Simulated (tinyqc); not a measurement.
Lossy package transmission line with skin effect: effect of the width of the strip.

A uniform line in a homogeneous dielectric: c = sqrt(er)/(c0 Z0), l = Z0 sqrt(er)/c0 (c0 = 299792458 m/s), g = w c td, w = 2 pi f. The resistance joins its limits as r = sqrt(r_dc^2 + r_hf^2), with r_dc = rho/(wd th), r_hf = kr rho/(2 delta (wd + th)), delta = sqrt(rho/(pi f mu0)), mu0 = 4 pi 1e-7 H/m; this is an interpolation, and internal inductance, up to 0.05 nH/mm at low frequency, is neglected.

gamma = sqrt((r + i w l)(g + i w c)) = alpha + i beta, Zc = sqrt((r + i w l)/(g + i w c)), roots with positive real part; loss 8.685889638 alpha in dB; phase velocity w/beta. ZL = 1/(1/RL + i w CL); reflection (ZL - Zc)/(ZL + Zc); Zin = Zc (ZL + Zc tanh(gamma len))/(Zc + ZL tanh(gamma len)); H = V_load/V_source = [Zin/(Zin + Rg)]/[cosh(gamma len) + (Zc/ZL) sinh(gamma len)]. Z0 is held fixed by scaling the dielectric height.

Parameters, values chosen for the exercise:

| symbol | value | unit | meaning |
|---|---|---|---|
| th | 17 | um | thickness of the strip |
| rho | 2.2 | uohm cm | resistivity |
| er | 3 |  | relative permittivity |
| td | 0 |  | loss tangent |
| Z0 | 75 | ohm | lossless impedance sqrt(l/c) |
| kr | 2 |  | factor for crowding and the return path |
| len | 10 | mm | length |
| Rg | 25 | ohm | source resistance |
| RL | 100 | ohm | load resistance |
| CL | 0 | fF | load capacitance |
| f | 0.69 | GHz | frequency |

Effect of the width of the strip:

| wd (um) | r (ohm/mm) | r/(w l) | loss (dB/mm) | \|Zc\| (ohm) | phase velocity over c0 | length in wavelengths | \|H\| (dB) |
|---|---|---|---|---|---|---|---|
| 22 | 0.20703 | 0.11020 | 0.011970 | 75.227 | 0.57648 | 0.039925 | -2.0145 |
| 34 | 0.15649 | 0.083302 | 0.0090539 | 75.130 | 0.57685 | 0.039899 | -1.9798 |
| 54 | 0.11164 | 0.059425 | 0.0064615 | 75.066 | 0.57710 | 0.039882 | -1.9488 |
| 85 | 0.077407 | 0.041205 | 0.0044814 | 75.032 | 0.57723 | 0.039873 | -1.9251 |
| 130 | 0.053595 | 0.028529 | 0.0031031 | 75.015 | 0.57729 | 0.039869 | -1.9086 |
| 210 | 0.034655 | 0.018447 | 0.0020067 | 75.006 | 0.57733 | 0.039866 | -1.8954 |
| 330 | 0.022651 | 0.012058 | 0.0013116 | 75.003 | 0.57734 | 0.039865 | -1.8871 |
| 520 | 0.014629 | 0.0077873 | 8.4711e-4 | 75.001 | 0.57735 | 0.039865 | -1.8815 |

As wd goes from 22 to 520, the loss falls from 0.0120 to 8.47e-4 dB/mm, |Zc| stays near 75.1 ohm and |H| goes from -2.01 to -1.88 dB, with its highest value among the rows, -1.88 dB, at wd = 520.

tinyqc, about 0.01 s, one thread, Intel Xeon 2.30GHz (shared host): `OMP_NUM_THREADS=1 python tinyqc.py 2810128 2810129 out.jsonl`
